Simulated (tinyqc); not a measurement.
Tight binding, honeycomb lattice, step by step. One step of it, computed by the program tinyqc.

Problem. Levels at k. Diagonalise the Hermitian matrix.

H(k) at k (eV):
```
           A          B
A   1.487087  -1.531832
B  -1.531832   0.287087
```

Give: eigenvalues; weights |c|^2 of the basis functions.

Solution.

eigenvalues (eV): -0.7581  2.5322

weights |c|^2 of the basis functions:
```
   band 1  band 2
A  0.3176  0.6824
B  0.6824  0.3176
```
